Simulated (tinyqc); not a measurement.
Changing the satellite valleys Z: two-valley model of the transferred-electron effect. Computed by tinyqc, a small Python program. Command: `OMP_NUM_THREADS=1 python tinyqc.py 3002453 3002454 out.jsonl gunn sweep`. One thread of a shared host (Intel(R) Xeon(R) Processor @ 2.30GHz), about 0.01 s of CPU time with the checks.

Both kinds of valley share one electron temperature T_e, and each has a constant mobility.

Inputs (values chosen for the exercise, modelled on InP):
```
quantity                       value        unit
central-valley mass m1         0.079         m_0
satellite-valley mass m2        0.25         m_0
valley separation dE            0.54          eV
central-valley mobility mu1     4300  cm^2/(V s)
satellite-valley mobility mu2    170  cm^2/(V s)
energy relaxation time tau_E    0.65          ps
lattice temperature T            500           K
```

Solver: bisection.

Constants: k_B = 8.617333262e-05 eV/K.

Method. Density-of-states ratio R = Z (m2/m1)^(3/2); n2/n1 = R exp(-dE/(k_B T_e)); mean mobility mu = (mu1 + mu2 n2/n1)/(1 + n2/n1); energy balance e mu F^2 = (3/2) k_B (T_e - T)/tau_E; v = mu F. Using T_e as the parameter, F(T_e) = sqrt(3 k_B (T_e - T)/(2 e mu tau_E)) and v = mu F; find the first maximum and the next minimum of v, and the most negative dv/dF between them.

One run for each value:
```
satellite valleys Z  threshold field (kV/cm)  peak-to-valley ratio  peak velocity (1e7 cm/s)
3                                      12.08                 1.011                     2.763
4                                      10.38                 1.044                     2.598
6                                       9.00                 1.105                     2.403
8                                       8.32                 1.154                     2.281
12                                      7.56                 1.225                     2.127
```

What does the table show?

Over the rows, threshold field (kV/cm) falls from 12.1 to 7.56 (exponent d ln y / d ln x -0.53 between the first rows and -0.24 between the last); peak-to-valley ratio rises from 1.01 to 1.22 (exponent d ln y / d ln x 0.11 between the first rows and 0.15 between the last); peak velocity (1e7 cm/s) falls from 2.76 to 2.13 (exponent d ln y / d ln x -0.21 between the first rows and -0.17 between the last).  Left out: 1, 2 (no negative differential mobility).

Extremes, crossings and ranges named in words are read from the listed rows.
